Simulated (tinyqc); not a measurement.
Worked calculation: RHF in the sto-3g basis, for BeH2, spin multiplicity 1. One step of it, computed by the program tinyqc.

Question. Iteration 2: diagonalisation and new density. Diagonalise F' = X^T F X, C = X C', fill 3 alpha and 3 beta electrons from the bottom; D = 2 C_occ C_occ^T. Each column has its largest component positive (the first on a tie).

extrapolated F (hartree), lower triangle:
```
            1Be 1s     1Be 2s    1Be 2px    1Be 2py    1Be 2pz      2H 1s      3H 1s
1Be 1s   -4.237501
1Be 2s   -1.223860  -0.522283
1Be 2px  -0.020095   0.022980   0.317793
1Be 2py   0.009608  -0.050714  -0.040090  -0.044662
1Be 2pz  -0.000287   0.006957  -0.013466  -0.053636   0.322497
2H 1s    -0.158456  -0.270570  -0.005100  -0.261756  -0.022238  -0.189475
3H 1s    -0.152686  -0.261625   0.047046   0.257195   0.040357   0.009237  -0.168343
```

X, lower triangle:
```
            1Be 1s     1Be 2s   1Be 2px    1Be 2py   1Be 2pz      2H 1s     3H 1s
1Be 1s    1.028371
1Be 2s   -0.148070   1.126034
1Be 2px   0.000000   0.000000  1.000000
1Be 2py   0.000000   0.000000  0.000000   1.171185
1Be 2pz   0.000000   0.000000  0.000000   0.000000  1.000000
2H 1s     0.020295  -0.192388  0.000000  -0.266754  0.000000   1.133523
3H 1s     0.020295  -0.192388  0.000000   0.266754  0.000000  -0.042605  1.133523
```

Give: F' = X^T F X; orbital energies; coefficients C; D after iteration 2.

Answer.

F' = X^T F X (hartree), lower triangle:
```
         1        2        3        4        5        6       7
1  -4.1300
2  -0.6752  -0.1467
3  -0.0232   0.0208   0.3178
4   0.0216  -0.0661  -0.0330   0.2362
5  -0.0010   0.0044  -0.0135  -0.0461   0.3225
6   0.0016  -0.2092  -0.0019  -0.3100  -0.0140   0.0062
7   0.0167  -0.2339   0.0380   0.3328   0.0310  -0.0372  0.0375
```

orbital energies (hartree): MO1 -4.2418, MO2 -0.3522, MO3 -0.3113, MO4 0.2746, MO5 0.3157, MO6 0.3346, MO7 0.6238

coefficients C:
```
             MO1      MO2      MO3      MO4      MO5      MO6      MO7
1Be 1s    0.9906  -0.1813  -0.1095  -0.2251   0.0187   0.0234   0.0513
1Be 2s    0.0353   0.5419   0.3167   0.9548  -0.1082  -0.0831  -0.1963
1Be 2px   0.0042  -0.0080  -0.0887   0.0637   0.7821  -0.6129  -0.0264
1Be 2py  -0.0032   0.2816  -0.3588   0.1892  -0.0153  -0.0001   1.1269
1Be 2pz   0.0000   0.0301  -0.0822   0.1360   0.5945   0.7862  -0.0484
2H 1s    -0.0025   0.5566  -0.1671  -0.8269   0.0540   0.0260  -0.6084
3H 1s    -0.0063   0.0811   0.6370  -0.5104   0.1892   0.0596   0.8265
```

D after iteration 2, lower triangle:
```
          1Be 1s   1Be 2s  1Be 2px  1Be 2py  1Be 2pz    2H 1s   3H 1s
1Be 1s    2.0522
1Be 2s   -0.1958   0.7903
1Be 2px   0.0307  -0.0646   0.0159
1Be 2py  -0.0298   0.0777   0.0591   0.4162
1Be 2pz   0.0072  -0.0195   0.0141   0.0759   0.0153
2H 1s    -0.1701   0.4972   0.0207   0.4335   0.0609   0.6755
3H 1s    -0.1814   0.4909  -0.1143  -0.4114  -0.0998  -0.1226  0.8247
```
